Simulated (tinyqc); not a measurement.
# Thermal RC ladder, step response, step by step

Numbers from tinyqc (`OMP_NUM_THREADS=1 python tinyqc.py 2520111 2520112 out.jsonl`; about 0.01 s on one thread of a shared Intel Xeon 2.30GHz). Printed values are rounded.

A ladder of 3 nodes: R_i joins node i to node i + 1, the last R to the ambient; C_i is the heat capacity of node i; theta is the rise above ambient, zero at t = 0. d theta/dt = -A theta + b with b = (Pw/C_1, 0, ...), times in ms.

Inputs (values chosen for the exercise): resistances, junction to ambient R = [0.13, 0.11, 0.62] K/W; heat capacities of the nodes C = [0.7, 1.6, 38] mJ/K; power at node 1 from t = 0 Pw = 2.8 W; time step dt = 0.062 ms.

## The rate matrix

A = C^(-1) K, K_ii = 1/R_(i-1) + 1/R_i (no first term for node 1), K_(i,i+1) = K_(i+1,i) = -1/R_i.

A (1/ms):

|  | node 1 | node 2 | node 3 |
|---|---|---|---|
| node 1 | 10.9890 | -10.9890 | 0.0000 |
| node 2 | -4.8077 | 10.4895 | -5.6818 |
| node 3 | 0.0000 | -0.2392 | 0.2817 |

## Time constants and Foster resistances

A = C^(-1) K, K_ii = 1/R_(i-1) + 1/R_i (no first term for node 1), K_(i,i+1) = K_(i+1,i) = -1/R_i. The time constants tau_k are the inverse eigenvalues of A; the rise of node 1 per watt is Z(t) = sum_k r_k (1 - exp(-t/tau_k)), with r_k = v_k1^2 tau_k/C_1 and v_k the unit eigenvectors of C^(-1/2) K C^(-1/2).

tau_k, rising (ms): [0.0554043, 0.272400, 25.0022]
r_k (K/W): [0.0406406, 0.182390, 0.636969]

The r_k add up to the sum of the R_i, 0.8600 K/W; the slowest constant is 451 times the fastest.

## Step 1: one time step

theta at t = 0 (K): node 1 0.00000, node 2 0.00000, node 3 0.00000

Explicit Euler: theta(new) = theta + dt (b - A theta).

theta after step 1 (K): node 1 0.248000, node 2 0.000000, node 3 0.000000

## Step 2: one time step

As before.

theta after step 2 (K): node 1 0.327033, node 2 0.073923, node 3 0.000000

## Step 3: one time step

As before.

theta after step 3 (K): node 1 0.402584, node 2 0.123328, node 3 0.001096

## Course of the time stepping

Sixteen steps, against the exact rise Pw Z(t); the run counts as sound if the error in the last step is under 5 % of the exact rise. The time constants tau_k are the inverse eigenvalues of A; the rise of node 1 per watt is Z(t) = sum_k r_k (1 - exp(-t/tau_k)), with r_k = v_k1^2 tau_k/C_1 and v_k the unit eigenvectors of C^(-1/2) K C^(-1/2).

Course of the iteration:

| step | t (ms) | theta_1 (K) | exact (K) | error (K) |
|---|---|---|---|---|
| 1 | 0.062 | 0.248 | 0.185005 | 0.0630 |
| 2 | 0.124 | 0.327033 | 0.297233 | 0.0298 |
| 3 | 0.186 | 0.402584 | 0.375744 | 0.0268 |
| 4 | 0.248 | 0.460322 | 0.435316 | 0.0250 |
| 5 | 0.31 | 0.506098 | 0.482390 | 0.0237 |
| 6 | 0.372 | 0.542418 | 0.520350 | 0.0221 |
| 7 | 0.434 | 0.571457 | 0.551327 | 0.0201 |
| 8 | 0.496 | 0.594868 | 0.576830 | 0.0180 |
| 9 | 0.558 | 0.613929 | 0.598000 | 0.0159 |
| 10 | 0.62 | 0.629627 | 0.615726 | 0.0139 |
| 11 | 0.682 | 0.642726 | 0.630712 | 0.0120 |
| 12 | 0.744 | 0.653815 | 0.643513 | 0.0103 |
| 13 | 0.806 | 0.663349 | 0.654572 | 8.78e-3 |
| 14 | 0.868 | 0.671679 | 0.664242 | 7.44e-3 |
| 15 | 0.93 | 0.679078 | 0.672804 | 6.27e-3 |
| 16 | 0.992 | 0.685754 | 0.680481 | 5.27e-3 |

The largest error is 0.063 K, at step 1; the last value is 0.77 % above the exact one. dt is 1.1 times the fastest time constant; explicit Euler is stable below 2.
